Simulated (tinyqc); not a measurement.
Elastic strain and critical thickness of a cubic alloy layer A(1-x)B(x) on a thick substrate: one step, computed by the program tinyqc.

Strain is positive in tension. The layer is coherent with the substrate unless said otherwise.

Question. Alloy by Vegard's rule, and misfit. a = (1 - x) a_A + x a_B, the same rule for each C_ij; misfit f = (a_S - a)/a, the in-plane strain of the coherent layer.

Inputs (values chosen for the exercise, modelled on Si(1-x)Ge(x) on Si): fraction x of B = 0.26; lattice constant a_A = 5.431 angstrom; lattice constant a_B = 5.658 angstrom; substrate lattice constant a_S = 5.431 angstrom.

C11, C12, C44 of A (GPa): [167.2, 64.62, 79.52]

C11, C12, C44 of B (GPa): [130.6, 49.1, 66.27]

Give: free lattice constant a; elastic constants; misfit f.

Answer.

free lattice constant a = 5.49002 angstrom

elastic constants (GPa): C11 157.6840, C12 60.5848, C44 76.0750

misfit f = -0.010750

The layer is compressed in the plane by 1.08 %.
